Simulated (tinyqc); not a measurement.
Tunnelling through a two-layer gate stack, WKB transmission and Tsu-Esaki current: one step of the calculation.

Electrons leave the emitter at x = 0. Energies E (motion across the layers) are in eV from the emitter Fermi level; the collector Fermi level lies at -V and offers states at every E. No charge in the dielectric and no image force: F1 = V/(t1 + t2 eps1/eps2), F2 = F1 eps1/eps2; U = phi1 - F1 x in layer 1 and phi2 - F1 t1 - F2 (x - t1) in layer 2. With C = hbar^2/(2 m0), kappa = sqrt(m (U - E)/C) where U > E and 0 elsewhere; T(E) = exp(-S), S = 2 times the integral of kappa over x.

Question. WKB exponent by the midpoint rule. Cut each layer into nc equal cells, take U and kappa at the cell centres, and sum S = 2 sum kappa h.

Inputs (values chosen for the exercise); layer 1 close to silicon dioxide, layer 2 close to zirconium oxide:

| symbol | value | unit | meaning |
|---|---|---|---|
| phi1 | 3.17 | eV | barrier of layer 1 above the emitter Fermi level at zero bias |
| m1 | 0.5 | m0 | tunnelling mass of layer 1 |
| t1 | 0.5 | nm | thickness of layer 1 |
| eps1 | 4.07 |  | relative permittivity of layer 1 |
| phi2 | 1.42 | eV | barrier of layer 2 at zero bias |
| m2 | 0.26 | m0 | tunnelling mass of layer 2 |
| t2 | 2.1 | nm | thickness of layer 2 |
| eps2 | 23.8 |  | relative permittivity of layer 2 |
| V | 1.3 | V | voltage across the dielectric |
| E | 0 | eV | energy of the electron followed |
| nc | 3 |  | cells in each layer |

Constants: q = 1.602176634e-19 C, hbar = 1.054571817e-34 J s, m0 = 9.1093837015e-31 kg, hbar^2/(2 m0) = 0.0380998212 eV nm^2. Results are converted to the units shown.

Wanted: x; U; kappa; S; T(E).

Answer.

```
cell  x (nm)  U (eV)  kappa (1/nm)
0      0.083   3.044         6.320
1      0.250   2.792         6.053
2      0.417   2.540         5.773
3      0.850   0.573         1.977
4      1.550   0.392         1.635
5      2.250   0.211         1.199
```

S = 12.78
T(E) = 2.806e-6

Numbers from tinyqc (`OMP_NUM_THREADS=1 python tinyqc.py 2540089 2540090 out.jsonl`; about 0.03 s on one thread of a shared Intel Xeon 2.30GHz).
